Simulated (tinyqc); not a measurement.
# Abrupt p-n junction, non-linear Poisson equation by Newton steps: effects of single changes

One dimension, p side on the left, n side on the right; net doping C = -Na for x < 0 and +Nd for x > 0. The potential psi is counted from the intrinsic level, and the quasi-Fermi potentials are flat: 0 for holes and -V for electrons, so n = ni exp((psi + V)/Vt) and p = ni exp(-psi/Vt) (Boltzmann statistics, full ionisation, no current). Under reverse bias this makes the minority densities vanishingly small everywhere; they play no part in the charge.

Parameters, values chosen for the exercise; band and dielectric values those of a made-up semiconductor:
- T = 450 K (temperature)
- Eg = 3.31 eV (band gap)
- eps_r = 11.9 (relative permittivity)
- Nc = 4.56e18 cm^-3 (conduction-band density of states at T)
- Nv = 1e20 cm^-3 (valence-band density of states at T)
- Na = 1.4e18 cm^-3 (acceptor density of the p side)
- Nd = 9.9e15 cm^-3 (donor density of the n side)
- V = -1.1 V (bias of the p side against the n side)

Constants: q = 1.602176634e-19 C, kB = 1.380649e-23 J/K, Vt = kB T/q, eps0 = 8.8541878128e-14 F/cm where lengths are in cm. Results are converted to the units shown.

Each table varies one quantity; the others keep the values above.

## Capacitance and field against bias

The Poisson equation d/dx(eps0 eps_r dpsi/dx) = -q (p - n + C) is solved on a mesh of more than 1000 nodes that ends in neutral material (psi_p = -Vt ln(Na/ni), psi_n = Vt ln(Nd/ni) - V). C_j = q d/dV of the integral of p over x, from the linearised equation. ni = sqrt(Nc Nv) exp(-Eg/(2 Vt)), Eg in volts. Depletion approximation: Vbi = Vt ln(Na Nd/ni^2), W = sqrt(2 eps0 eps_r (Vbi - V)(1/Na + 1/Nd)/q), xp = W Nd/(Na + Nd), xn = W Na/(Na + Nd), peak field 2 (Vbi - V)/W, capacitance eps0 eps_r/W. The last column applies it to an abrupt Na-Nd junction.

Capacitance and field against bias:
```
V (V)  peak |E| (kV/cm)  C_j (nF/cm^2)  1/C_j^2 (cm^4/uF^2)  eps0 eps_r/C_j (nm)  abrupt depletion C (nF/cm^2)
0                 110.0          17.21                 3377                612.3                         16.90
-0.5              115.2          15.84                 3985                665.1                         15.61
-1                120.4          14.76                 4591                713.9                         14.57
-1.5              125.4          13.87                 5197                759.6                         13.72
-2                130.3          13.13                 5802                802.6                         13.00
-2.5              135.1          12.49                 6407                843.4                         12.39
-3                139.8          11.94                 7012                882.3                         11.85
-3.5              144.4          11.46                 7616                919.5                         11.38
-4                148.9          11.03                 8220                955.3                         10.96
```

With V going from 0 to -4 V, C_j falls from 17.2 to 11.0 nF/cm^2 and the peak field rises from 110 to 149 kV/cm. The slope of 1/C_j^2, read as N = 2/(q eps0 eps_r |slope|), gives 9.75e15 cm^-3 between the first two rows and 9.81e15 cm^-3 between the last two, against Na Nd/(Na + Nd) = 9.83e15 cm^-3; the slopes of all rows agree within 0.6 %, as for uniform doping at both edges. At the end C_j goes as (Vbi - V)^(-0.51) with Vbi = 2.91 V, and it is 0.63 % above the abrupt depletion formula (at the first row 1.9 % above it).

## Convergence with the mesh

Uniform meshes of N intervals over 1487.6 nm, nodes at x_i = (i - j - 1/2) h, i = 0..N, so that the junction lies midway between nodes j and j + 1; end nodes fixed at psi_p and psi_n; box-integrated Poisson equation eps0 eps_r (psi_(i+1) - 2 psi_i + psi_(i-1))/h + q h (p - n + C) = 0. The peak field is the largest (psi_(i+1) - psi_i)/h; LD = sqrt(eps0 eps_r Vt/(q N)) of the heavier side. Errors are against E_j. Exact first integral for an abrupt junction with thick neutral sides: psi_p = -Vt ln(Na/ni), psi_n = Vt ln(Nd/ni) - V, psi_j = (Nd psi_n + Na psi_p - Vt (Nd - Na))/(Na + Nd) at the junction, n_j = ni exp((psi_j + V)/Vt), p_j = ni exp(-psi_j/Vt), and E_j^2 = (2 q/(eps0 eps_r)) [Nd (psi_n - psi_j - Vt) + Vt (n_j + p_j)] (minority densities of the neutral sides neglected).

Result of one run:
```
N   h (nm)   h/LD  j  peak field (kV/cm)  error (%)
10   148.8  34.85  1               98.32      -19.0
```

What becomes of these results when the number of intervals N is changed from 10 to 40, all else the same?

Result of the changed run:
```
N   h (nm)   h/LD  j  peak field (kV/cm)  error (%)
40   37.19  8.714  1               106.5      -12.3
```

The whole series:
```
N     h (nm)    h/LD   j  peak field (kV/cm)  error (%)
10     148.8   34.85   1               98.32      -19.0
20     74.38   17.43   1               103.7      -14.5
40     37.19   8.714   1               106.5      -12.3
80     18.59   4.357   2               109.3      -9.97
160    9.297   2.178   4               115.3      -4.98
320    4.649   1.089   8               119.4      -1.58
640    2.324  0.5446  16               120.8     -0.424
1280   1.162  0.2723  32               121.2     -0.108
```

The error goes from -19 % at N = 10 to -0.11 % at N = 1280. Over the last doubling it shrinks by a factor of 3.9, close to the 4 of a second-order scheme. It first drops below 1 % at N = 640, where h is 0.54 Debye lengths.

Numbers from tinyqc (`OMP_NUM_THREADS=1 python tinyqc.py 2000003 2000004 out.jsonl`; about 0.04 s on one thread of a shared Intel Xeon 2.30GHz).
